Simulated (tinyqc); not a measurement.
From results back to parameters: Fermi-Dirac statistics of conduction electrons. Five cases, with inputs chosen for the exercise.

Problem. At zero temperature k_F = (3 pi^2 n)^(1/3) and E_F (1 + alpha E_F) = c k_F^2/m, c = hbar^2/2m0, m the density-of-states mass. The Fermi energies at two densities were computed from hidden m and alpha.

Constants: hbar^2/2m0 = 3.80998211 eV angstrom^2.

Find: k_F at nA and nB; m; alpha.

Method. c k^2 (1/m) - E^2 alpha = E is linear in 1/m and alpha; two densities give two equations.

Case 1.

Values chosen (out of a larger set: near those of InAs, lowest valleys alone; not measured data): nA = 2e+18 1/cm^3; nB = 5e+18 1/cm^3.

E_F at nA = 0.155710 eV
E_F at nB = 0.245211 eV

Solution.

k_F at nA and nB (1/angstrom): 0.03898  0.05290

m = 0.0262 m0
alpha = 2.69 1/eV

Case 2.

Values chosen (out of a larger set: near those of InSb, lowest valleys alone; not measured data): nA = 8e+16 1/cm^3; nB = 3e+17 1/cm^3.

E_F at nA = 0.042701 eV
E_F at nB = 0.088414 eV

Solution.

k_F at nA and nB (1/angstrom): 0.01333  0.02071

m = 0.0134 m0
alpha = 4.29 1/eV

Case 3.

Values chosen (out of a larger set: near those of Si, lowest valleys alone; not measured data): nA = 6e+20 1/cm^3; nB = 2e+21 1/cm^3.

E_F at nA = 0.218518 eV
E_F at nB = 0.440409 eV

Solution.

k_F at nA and nB (1/angstrom): 0.26093  0.38978

m = 1.06 m0
alpha = 0.54 1/eV

Case 4.

Values chosen (out of a larger set: near those of Ge, lowest valleys alone; not measured data): nA = 8e+19 1/cm^3; nB = 3e+20 1/cm^3.

E_F at nA = 0.115726 eV
E_F at nB = 0.257055 eV

Solution.

k_F at nA and nB (1/angstrom): 0.13330  0.20710

m = 0.543 m0
alpha = 0.66 1/eV

Case 5.

Values chosen (out of a larger set: near those of Si, lowest valleys alone; not measured data): nA = 5e+20 1/cm^3; nB = 2e+21 1/cm^3.

E_F at nA = 0.196034 eV
E_F at nB = 0.444577 eV

Solution.

k_F at nA and nB (1/angstrom): 0.24554  0.38978

m = 1.07 m0
alpha = 0.49 1/eV

Computed by tinyqc, one run a case: `OMP_NUM_THREADS=1 python tinyqc.py N N+1 out.jsonl` with N = 1682431, 1682452, 1682536, 1682598, 1682707; one thread of a shared Intel(R) Xeon(R) Processor @ 2.30GHz, about 0.01 s a run at most.
